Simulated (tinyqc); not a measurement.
Worked calculation: model-solid line-up of a strained alloy layer on a substrate. Values are carried at full precision from step to step, so a last printed digit may differ when a step is redone from the rounded ones.

All values of the alloy are linear in x but the gap, Eg(x) = (1 - x) Eg_A + x Eg_B - C x (1 - x), and the valence edge, Ev(x) = (1 - x) Ev_A + x Ev_B + fv C x (1 - x); Ec = Ev + Eg. Ev is the top of the unstrained valence band on a scale common to all materials. In the layer only the Gamma valley of the conduction band is followed, also where an X or L valley would lie lower.

Values chosen for the exercise (A near InAs, B near InSb, substrate near InAs; the results hold for these values, not for the real material): a = (6.052, 6.48) angstrom (lattice constant of A, B); Eg = (0.412, 0.238) eV (gap at Gamma to the s-like level of A, B); Dso = (0.385, 0.822) eV (spin-orbit splitting of A, B); Ev = (-0.6, 0) eV (top of the unstrained valence band of A, B); ac = (-5.12, -6.92) eV (conduction deformation potential of A, B); av = (0.99, 0.36) eV (valence hydrostatic potential of A, B); b = (-1.8, -2.01) eV (tetragonal shear potential of A, B); d = (-3.57, -4.72) eV (trigonal shear potential of A, B); C11 = (83.7, 69) GPa (of A, B); C12 = (45.8, 37.4) GPa (of A, B); C44 = (39, 31.3) GPa (of A, B); C = 0.553 eV (bowing of the gap); fv = 0.7 (share of the bowing taken by the valence edge); x = 0.12 (fraction of B); a_s = 6.052 angstrom (substrate); face = 001 (growth face); Eg_s = 0.412 eV (lowest gap of the substrate); Ev_s = -0.6 eV (substrate valence edge).

## Values of the alloy

Interpolate.

Alloy at x (a in angstrom, C11, C12, C44 in GPa, all else in eV):
```
symbol    value
a        6.1034
Eg       0.3327
Dso      0.4374
Ev      -0.4871
ac      -5.3360
av       0.9144
b       -1.8252
d       -3.7080
C11     81.9360
C12     44.7920
C44     38.0760
```

## Strain on the (001) substrate

Coherent growth on a (001) face: e_par = (a_s - a)/a, e_perp = -2 (C12/C11) e_par; exx = eyy = e_par, ezz = e_perp, no shear.

Use the values of the alloy.

e_par = -0.008415
e_perp = 0.009201

strain tensor in the cubic axes, rows x, y, z and columns alike:
$$\begin{pmatrix}
-0.008415 & 0.000000 & 0.000000 \\
0.000000 & -0.008415 & 0.000000 \\
0.000000 & 0.000000 & 0.009201
\end{pmatrix}$$

The layer is under compression in the plane; its volume changes by -0.763 %.

## Strained band edges

Strained edges: Ec + ac tr(e); the valence edges are Ev plus the levels of the 6 x 6 matrix of X, Y, Z times spin with -Dso/3 + l exx + m (eyy + ezz) on the diagonal (cyclic), n exy off it, l = av + 2 b, m = av - b, n = sqrt(3) d. Spin-orbit term (Dso/3) L.sigma on X, Y, Z with (L_k)_ij = -i epsilon_kij: <X+|H|Y+> = -i Dso/3, <X+|H|Z-> = Dso/3, <Y+|H|Z-> = -i Dso/3, <Z+|H|X-> = -Dso/3, <Z+|H|Y-> = i Dso/3, <X-|H|Y-> = i Dso/3, and their conjugates; + and - are the spin along z.

Give the hydrostatic shifts, the strain block and the edges.

ac tr(e), av tr(e) (eV): [0.0407, -0.0070]

strain block (eV), rows X, Y, Z and columns alike:
$$\begin{pmatrix}
0.0252 & 0 & 0 \\
0 & 0.0252 & 0 \\
0 & 0 & -0.0713
\end{pmatrix}$$

Ec and the three valence edges from the top (eV): [-0.1137, -0.4619, -0.5212, -0.9366]

strained gap = 0.3483 eV

Strain moves the gap by +16 meV: +48 meV from the volume and -32 meV from the splitting of the valence edge, which always raises the top.

## Offsets against the substrate material

dEc = Ec(substrate) - Ec(layer), dEv = Ev(layer) - Ev(substrate); positive values confine the carrier in the layer. Type I: both of one sign; type II: opposite signs; type III: the gaps do not overlap.

Give also the smallest gap across the interface, min Ec - max Ev.

dEc = -0.0743 eV
dEv = 0.1381 eV

type: II

smallest gap = 0.2739 eV

Electrons collect in the substrate material and holes in the layer.

## Critical thickness (Matthews-Blakeslee, single layer)

h = K (ln(h/b) + 1) with K = b (1 - nu/4)/(4 pi |e_par| (1 + nu)) for 60-degree dislocations, b = a/sqrt(2) the Burgers vector (not the shear potential of the table), nu = C12/(C11 + C12). Iterate from h = 10 b until h changes by less than 1e-6 of itself.

b (Burgers vector) = 4.3157 angstrom
nu = 0.3534
K = 27.49 angstrom

first iterates (angstrom): [43.2, 90.8, 111.2, 116.8, 118.2, 118.5]

critical thickness = 11.86 nm

Thicker layers can relax, and the strained edges then no longer apply; metastable growth often exceeds this equilibrium value.

## Checks

- Valence edges against the closed form for (001) strain: they agree to 1e-10 or better.

Computed by tinyqc, a small Python program: `OMP_NUM_THREADS=1 python tinyqc.py 1081452 1081453 out.jsonl` (the numbers bound the seed that draws the inputs); one thread of a shared host (Intel(R) Xeon(R) Processor @ 2.30GHz), about 0.01 s for the whole set of steps.
